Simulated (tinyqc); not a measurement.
Inside a calculation: pair of shallow donors (hydrogen-like orbitals). Values are carried at full precision from step to step, so a last printed digit may differ when a step is redone from the rounded ones.

Each donor has the orbital exp(-r/a); energy unit Ha* = q/(eps a), q = e^2/(4 pi eps0), so that a lone donor is bound by Ha*/2; x = R/a. One electron: S = (1 + x + x^2/3) exp(-x), j = 1/x - (1 + 1/x) exp(-2x), k = (1 + x) exp(-x); levels E(+/-) = -1/2 - (j +/- k)/(1 +/- S) in Ha*, without the repulsion of the ions, split by D = |E(-) - E(+)|. In six valleys the overlaps S and k are multiplied by v = [cos(K Rx) + cos(K Ry) + cos(K Rz)]/3, K = k0 (2 pi/a_lat), for isotropic envelopes and the symmetric valley state.

Constants: e^2/(4 pi eps0) = 14.39964547 eV angstrom; hbar = 6.58211957e-16 eV s.

Values chosen for the exercise (near those of two donors in Si; not measured data): a = 16.9 angstrom (orbital radius); eps = 11.6 (dielectric constant); n = (19, 1, 0) a_lat (separation vector); a_lat = 5.431 angstrom (lattice constant); k0 = 0.844 2 pi/a_lat (valley position); dV = 1 D (detuning between the donors, in units of D).

## Distance and integrals

Give Ha*, R, x, S, j, k and v.

Ha* = 73.453 meV
R = 103.33 angstrom
x = 6.1143

S, j, k: 0.04328  0.16355  0.01573

v = 0.8438

## One electron on two donors

Give both levels, the splitting D = |E(-) - E(+)| and the tunnelling frequency D/(2 pi hbar).

E(+), E(-) (meV): -49.256  -48.183

D = 1.074 meV
frequency = 259.6 GHz

The second ion deepens the mean level by 11.99 meV, against Ha*/x = 12.01 meV for a point charge. Without the valley factor D would be 1.27 meV; v is positive, so the even combination lies lower.

## Detuning by a gate

Two-level picture for one electron: with detuning u = dV D the splitting is sqrt(D^2 + u^2) and the lower state has weight (1 + u/sqrt(D^2 + u^2))/2 on the lower donor; the field needed is u/(e R), 1 meV/angstrom = 100 kV/cm.

splitting = 1.519 meV
weight = 0.854
field = 1.04 kV/cm

## Two electrons and exchange

Two electrons, Heitler-London: with S' = (1 - x + x^2/3) exp(x), C = 1/x - exp(-2x)(1/x + 11/8 + 3x/4 + x^2/6), X = (1/5){exp(-2x)(25/8 - 23x/4 - 3x^2 - x^3/3) + (6/x)[S^2 (0.5772157 + ln x) + S'^2 Ei(-4x) - 2 S S' Ei(-2x)]}, Q = C - 2j + 1/x and A = X - 2 S k + S^2/x, the singlet and triplet lie at (Q +/- w A)/(1 +/- w S^2) from two lone donors, with the valley weight w = v^2; the exchange is J = triplet - singlet.

Give C, X, Q, A and J.

C, X, Q, A (Ha*): 0.1635  0.0006814  -4.902e-05  -0.0003739

J = 39.1 micro-eV

A swap of the two spins takes pi hbar/J = 0.0529 ns (hbar = 6.58212e-16 eV s). Against the one-electron splitting D = 1.07 meV, J/D = 0.036: exchange needs both electrons to tunnel and falls as exp(-2x), D as exp(-x).

## Checks

- Heitler-London binding at x = 1.6425 against the known 0.1160 hartree: both 0.1160.
- Overlap S by quadrature in spheroidal coordinates against the formula: both 0.04328.

tinyqc: `OMP_NUM_THREADS=1 python tinyqc.py 1252715 1252716 out.jsonl`; about 0.01 s, one thread, shared Intel(R) Xeon(R) Processor @ 2.30GHz.
